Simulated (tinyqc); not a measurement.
Worked calculation: Pariser-Parr-Pople SCF with singles CI, for the molecule Oc1cnc2[nH]cnc2n1 (SMILES; centres numbered as the heavy atoms are written). Computed by tinyqc, a small Python program that keeps every step. Settings: charge = 0, gamma = Ohno, start = core, damping = 0, iteration cap = 56, excitations kept = 6. Command: `OMP_NUM_THREADS=1 python tinyqc.py 28783 28784 out.jsonl` (the two numbers bound the seeds that draw the settings). One thread of a shared host (Intel(R) Xeon(R) Processor @ 2.60GHz), about 0.01 s of CPU time with the checks. Later iterations appear only in the table of the cycle.

## PPP integrals

Centres (angstrom, eV; a flat drawing with bonds scaled to 1.40 angstrom):

| centre | x | y | core charge z | W | gamma_rr |
|---|---|---|---|---|---|
| 1O | -3.206000 | 0.690000 | 2 | 33.000000 | 21.500000 |
| 2C | -1.887000 | 0.221000 | 1 | 11.160000 | 11.130000 |
| 3C | -1.633000 | -1.155000 | 1 | 11.160000 | 11.130000 |
| 4N | -0.314000 | -1.624000 | 1 | 14.100000 | 12.300000 |
| 5C | 0.752000 | -0.715000 | 1 | 11.160000 | 11.130000 |
| 6N | 2.140000 | -0.899000 | 2 | 25.600000 | 16.800000 |
| 7C | 2.743000 | 0.364000 | 1 | 11.160000 | 11.130000 |
| 8N | 1.729000 | 1.328000 | 1 | 14.100000 | 12.300000 |
| 9C | 0.498000 | 0.661000 | 1 | 11.160000 | 11.130000 |
| 10N | -0.822000 | 1.130000 | 1 | 14.100000 | 12.300000 |

Resonance integrals (eV):

| i | j | beta |
|---|---|---|
| 1 | 2 | -2.500000 |
| 2 | 3 | -2.660000 |
| 3 | 4 | -2.790000 |
| 4 | 5 | -2.790000 |
| 5 | 6 | -2.500000 |
| 6 | 7 | -2.500000 |
| 7 | 8 | -2.790000 |
| 8 | 9 | -2.790000 |
| 9 | 10 | -2.790000 |
| 10 | 2 | -2.790000 |
| 9 | 5 | -2.660000 |

Ohno: gamma = 14.399645/sqrt(R^2 + a^2), a = 2 x 14.399645/(gamma_rr + gamma_ss); H_rr = -W_r - sum_(s != r) z_s gamma_rs; H_rs = beta for bonds.

repulsion gamma_rs (eV), lower triangle:
```
            1O         2C         3C         4N         5C         6N         7C         8N
1O   21.500000
2C    8.701196  11.130000
3C    5.580864   7.556054  11.130000
4N    3.788823   5.297283   7.729507  12.300000
5C    3.355223   4.668361   5.238603   7.726263  11.130000
6N    2.558747   3.344746   3.673632   5.248505   8.281108  16.800000
7C    2.390798   2.994007   2.994047   3.741969   5.521135   8.283330  11.130000
8N    2.852267   3.621278   3.305317   3.813395   5.588474   5.826479   7.731991  12.300000
9C    3.781605   5.238603   4.668704   5.296490   7.556054   5.786313   5.521171   7.728919
10N   5.603762   7.728634   5.297071   4.744040   5.296156   3.866499   3.742147   5.117547

            9C        10N
9C   11.130000
10N   7.726570  12.300000
```

core matrix H (eV), lower triangle:
```
             1O          2C          3C          4N          5C          6N          7C          8N
1O   -74.172033
2C    -2.500000  -72.356104
3C     0.000000   -2.660000  -66.458295
4N     0.000000    0.000000   -2.790000  -70.523601
5C     0.000000    0.000000    0.000000   -2.790000  -76.027708
6N     0.000000    0.000000    0.000000    0.000000   -2.500000  -75.028107
7C     0.000000    0.000000    0.000000    0.000000    0.000000   -2.500000  -64.754723
8N     0.000000    0.000000    0.000000    0.000000    0.000000    0.000000   -2.790000  -68.364415
9C     0.000000    0.000000    0.000000    0.000000   -2.660000    0.000000    0.000000   -2.790000
10N    0.000000   -2.790000    0.000000    0.000000    0.000000    0.000000    0.000000    0.000000

             9C         10N
9C   -74.032346
10N   -2.790000  -72.692684
```

## Starting guess

pi electrons, sum of z_r less the charge = 12

Orbitals of the core matrix H.

P at the start, lower triangle:
```
            1O         2C         3C         4N         5C         6N         7C         8N
1O    1.827280
2C    0.381184   1.108195
3C   -0.108298   0.484011   0.541902
4N   -0.229140   0.334320   0.682546   1.113948
5C    0.108225  -0.173002  -0.103749   0.371614   1.736370
6N   -0.051988   0.088895  -0.030942  -0.167799   0.170567   1.819410
7C   -0.001529   0.016918   0.117135   0.086549  -0.215595   0.463978   0.267473
8N    0.056584  -0.076122   0.201927   0.230856  -0.361258   0.124657   0.358439   0.787748
9C    0.051103  -0.151531  -0.096811  -0.067220   0.243431  -0.168770   0.168228   0.710660
10N  -0.292988   0.655805  -0.051890  -0.353997   0.043775   0.021358  -0.152868  -0.268924

           9C       10N
9C   1.449889
10N  0.370210  1.347785
```

## Iteration 1: Fock matrix

F_rr = H_rr + P_rr gamma_rr / 2 + sum_(s != r) P_ss gamma_rs; F_rs = H_rs - P_rs gamma_rs / 2; E = tr P (H + F) / 2 + core repulsion sum_(r<s) z_r z_s gamma_rs.

F (eV), lower triangle:
```
             1O         2C         3C         4N         5C         6N         7C         8N
1O   -11.238088
2C    -4.158380  -4.437074
3C     0.302197  -4.488608  -3.167965
4N     0.434086  -0.885495  -5.427874  -5.647552
5C    -0.181560   0.403819   0.271751  -4.225592  -4.575643
6N     0.066512  -0.148665   0.056834   0.440347  -3.206243  -8.740419
7C     0.001827  -0.025326  -0.175354  -0.161932   0.595164  -4.421641  -5.991731
8N    -0.080696   0.137830  -0.333716  -0.440172   1.009441  -0.363157  -4.175723  -7.779768
9C    -0.096625   0.396905   0.225990   0.178016  -3.579688   0.488278  -0.464408  -5.536318
10N    0.820918  -5.324239   0.137431   0.839687  -0.115920  -0.041291   0.286027   0.688116

            9C        10N
9C   -3.191534
10N  -4.220227  -4.978466
```

pi energy = -190.364689 eV

## Iteration 1: orbitals and new P

Diagonalise F (the basis is taken as orthonormal) and form P = 2 sum c c over the lowest orbitals.

orbital energies (eV): -15.200231  -14.164677  -11.779195  -10.925113  -8.961348  -7.739226  -0.966436  2.056387  2.296967  5.634631

P after iteration 1, lower triangle:
```
            1O         2C         3C         4N         5C         6N         7C         8N
1O    1.872342
2C    0.353124   0.989433
3C   -0.131513   0.533658   0.857075
4N   -0.092184   0.098260   0.746042   1.147761
5C    0.121829  -0.252316  -0.130897   0.529256   1.200502
6N   -0.016520   0.052960  -0.110822  -0.097625   0.430374   1.492152
7C   -0.053990   0.098332   0.171647  -0.067948  -0.313021   0.679429   0.918198
8N    0.061809  -0.126466   0.070503   0.079071  -0.179915  -0.237877   0.596811   1.347057
9C    0.007552  -0.050472  -0.238602  -0.000027   0.515841  -0.153911  -0.098813   0.623396
10N  -0.258111   0.697185   0.011307  -0.320818   0.048800   0.076008  -0.145227  -0.121467

           9C       10N
9C   0.951092
10N  0.499906  1.224388
```

## Iteration 2: Fock matrix

As before.

F (eV), lower triangle:
```
             1O         2C         3C         4N         5C         6N         7C         8N
1O   -11.962003
2C    -4.036301  -5.334526
3C     0.366979  -4.676173  -4.993363
4N     0.174634  -0.260256  -5.673268  -7.979140
5C    -0.204382   0.588952   0.342860  -4.834585  -6.462769
6N     0.021135  -0.088569   0.203560   0.256192  -4.281985  -9.587938
7C     0.064539  -0.147204  -0.256959   0.127130   0.864117  -5.313967  -6.108648
8N    -0.088148   0.228984  -0.116517  -0.150764   0.502726   0.692994  -5.097269  -7.827570
9C    -0.014280   0.132202   0.556981   0.000073  -4.608862   0.445289   0.272782  -5.199087
10N    0.723196  -5.484145  -0.029947   0.760986  -0.129226  -0.146942   0.271731   0.310806

            9C        10N
9C   -3.749023
10N  -4.721278  -7.232774
```

pi energy = -202.535037 eV

## Iteration 2: orbitals and new P

As before.

orbital energies (eV): -16.877009  -15.240449  -13.782310  -12.508946  -10.580608  -9.822431  -0.712275  1.400582  2.141349  4.744342

P after iteration 2, lower triangle:
```
            1O         2C         3C         4N         5C         6N         7C         8N
1O    1.868578
2C    0.371586   0.922764
3C   -0.136387   0.527880   0.925259
4N   -0.065228   0.046926   0.745470   1.187923
5C    0.121164  -0.255512  -0.170841   0.532747   1.148708
6N   -0.021971   0.064983  -0.098470  -0.099000   0.450366   1.474091
7C   -0.051170   0.095473   0.177233  -0.091173  -0.267400   0.653997   0.989789
8N    0.060247  -0.125685   0.036095   0.067567  -0.125568  -0.294952   0.646695   1.355568
9C    0.003948  -0.042588  -0.259304   0.028313   0.539584  -0.169760  -0.108328   0.565446
10N  -0.251420   0.692000   0.050928  -0.308549   0.060525   0.068403  -0.138833  -0.087004

           9C       10N
9C   0.882058
10N  0.514574  1.245262
```

## Iteration 3: Fock matrix

As before.

F (eV), lower triangle:
```
             1O         2C         3C         4N         5C         6N         7C         8N
1O   -12.218518
2C    -4.116622  -5.267692
3C     0.380578  -4.654343  -5.135176
4N     0.123568  -0.124291  -5.671059  -8.033774
5C    -0.203266   0.596411   0.447483  -4.848071  -6.525186
6N     0.028109  -0.108676   0.180871   0.259801  -4.364764  -9.616053
7C     0.061168  -0.142924  -0.265322   0.170583   0.738176  -5.208635  -6.237214
8N    -0.085920   0.227571  -0.059653  -0.128830   0.350866   0.859265  -5.290120  -7.916744
9C    -0.007465   0.111552   0.605308  -0.074979  -4.698562   0.491141   0.299047  -4.975143
10N    0.704450  -5.464109  -0.134884   0.731884  -0.160276  -0.132239   0.259767   0.222624

            9C        10N
9C   -3.839169
10N  -4.777948  -7.655128
```

pi energy = -202.936913 eV

## Iteration 3: orbitals and new P

As before.

orbital energies (eV): -17.018385  -15.392529  -13.859455  -12.713073  -10.761954  -9.944694  -0.761319  1.326054  2.108723  4.571979

P after iteration 3, lower triangle:
```
            1O         2C         3C         4N         5C         6N         7C         8N
1O    1.865877
2C    0.380718   0.895991
3C   -0.139632   0.525899   0.945520
4N   -0.058342   0.037341   0.743498   1.194264
5C    0.121197  -0.257448  -0.179257   0.534996   1.134619
6N   -0.025352   0.071266  -0.090377  -0.104357   0.453741   1.479284
7C   -0.049959   0.095773   0.176113  -0.097715  -0.247795   0.638125   1.003309
8N    0.058311  -0.122090   0.025034   0.066036  -0.109545  -0.311216   0.670021   1.349338
9C    0.004659  -0.045604  -0.268878   0.039585   0.547743  -0.177330  -0.108971   0.539244
10N  -0.247308   0.684657   0.062755  -0.303460   0.057011   0.064193  -0.135457  -0.078112

           9C       10N
9C   0.867386
10N  0.521846  1.264411
```

## Convergence

Stop when output and input P, before any damping, agree to 1e-7.

Course of the cycle:

| iteration | E (eV) | largest \|P(out) - P(in)\| |
|---|---|---|
| 1 | -190.36468865 | 6.51e-01 |
| 2 | -202.53503705 | 7.16e-02 |
| 3 | -202.93691264 | 2.68e-02 |
| 4 | -202.98709936 | 1.25e-02 |
| 5 | -202.99642345 | 6.25e-03 |
| 6 | -202.99853523 | 3.22e-03 |
| 7 | -202.99909060 | 1.71e-03 |
| 8 | -202.99925634 | 9.29e-04 |
| 9 | -202.99931094 | 5.17e-04 |
| 10 | -202.99933019 | 3.17e-04 |
| 11 | -202.99933727 | 1.98e-04 |
| ... | ... | ... |
| 18 | -202.99934160 | 7.33e-06 |
| 19 | -202.99934160 | 4.57e-06 |
| 20 | -202.99934161 | 2.85e-06 |
| 21 | -202.99934161 | 1.78e-06 |
| 22 | -202.99934161 | 1.11e-06 |
| 23 | -202.99934161 | 6.91e-07 |
| 24 | -202.99934161 | 4.31e-07 |
| 25 | -202.99934161 | 2.69e-07 |
| 26 | -202.99934161 | 1.68e-07 |
| 27 | -202.99934161 | 1.04e-07 |
| 28 | -202.99934161 | 6.51e-08 |

Converged in 28 iterations.

## Converged orbitals

Charges are z - P_rr.

orbital energies (eV): -17.036592  -15.440040  -13.878559  -12.770249  -10.835545  -9.950380  -0.764154  1.315040  2.089868  4.530179

coefficients:
```
          MO1        MO2        MO3        MO4        MO5        MO6        MO7        MO8
1O   0.197071   0.546328  -0.292956   0.570308   0.082640   0.420701   0.125303  -0.178699
2C   0.282480   0.476931  -0.106985  -0.009371  -0.054802  -0.343820  -0.286213   0.505072
3C   0.243042   0.239474   0.327485  -0.028717   0.318174  -0.393421  -0.403476  -0.282661
4N   0.349847   0.055008   0.601463  -0.014708   0.322081   0.075847   0.492673  -0.110616
5C   0.425756  -0.179874   0.309225   0.015702  -0.265328   0.425390  -0.178003   0.497376
6N   0.376967  -0.379723  -0.011474   0.463466  -0.413516  -0.272813  -0.168523  -0.390155
7C   0.287169  -0.331862  -0.316705   0.206108   0.260557  -0.312433   0.403569   0.345845
8N   0.293650  -0.232833  -0.408526  -0.217975   0.546231   0.135186  -0.214221  -0.086016
9C   0.339208  -0.050600  -0.155307  -0.392256  -0.094738   0.355764  -0.191700  -0.252646
10N  0.304590   0.265031  -0.216009  -0.463372  -0.410572  -0.215463   0.437344  -0.174339

           MO9       MO10
1O   -0.092489  -0.107735
2C    0.286086   0.375676
3C   -0.422551  -0.313461
4N    0.275930   0.268363
5C   -0.087427  -0.390440
6N    0.249090   0.103368
7C   -0.460772   0.065783
8N    0.464111  -0.244583
9C   -0.393245   0.560026
10N   0.053605  -0.368889
```

pi charges: 1O 0.135591, 2C 0.119986, 3C 0.038995, 4N -0.193763, 5C -0.121690, 6N 0.506704, 7C -0.001771, 8N -0.342982, 9C 0.137698, 10N -0.278768

## Singles CI, singlets

Over the 6 single excitations with the smallest orbital gaps: A = (e_a - e_i) delta + 2 (ia|jb) - (ij|ab), with (pq|rs) = sum c_mp c_mq gamma_mn c_nr c_ns. f = 2/3 w |mu|^2 in atomic units, mu = sqrt2 sum c_ia sum_m c_mi c_ma R_m.

singlet CI matrix (eV), lower triangle:
```
           6>7       5>7        6>8        4>7        6>9       5>8
6>7   5.013837
5>7  -0.001503  5.711704
6>8   0.055366  0.770229   6.769830
4>7   0.154398  0.121254   0.254675   7.279524
6>9  -0.154031  0.376254  -0.213208  -0.099964   7.333328
5>8  -0.682188  0.067880   0.122696   0.278474  -0.002894  7.299649
```

singlet excitation energies (eV): 4.796343  5.218005  6.929002  7.223569  7.468700  7.772253

oscillator strengths: 0.548418  0.066497  0.474739  0.500598  0.562031  0.803156

## Singles CI, triplets

Over the 6 single excitations with the smallest orbital gaps: A = (e_a - e_i) delta - (ij|ab), with (pq|rs) = sum c_mp c_mq gamma_mn c_nr c_ns.

triplet CI matrix (eV), lower triangle:
```
           6>7        5>7        6>8        4>7       6>9       5>8
6>7   3.367102
5>7   0.103696   4.197373
6>8   0.273043   0.037253   5.069723
4>7   0.106601  -0.173431   0.686259   6.461434
6>9  -0.212191   0.258103  -0.323035  -0.382318  6.357607
5>8   0.037253  -0.243841   0.006225   0.506821  0.114746  6.124492
```

triplet excitation energies (eV): 3.299688  4.132462  4.793954  5.717882  6.404810  7.228934
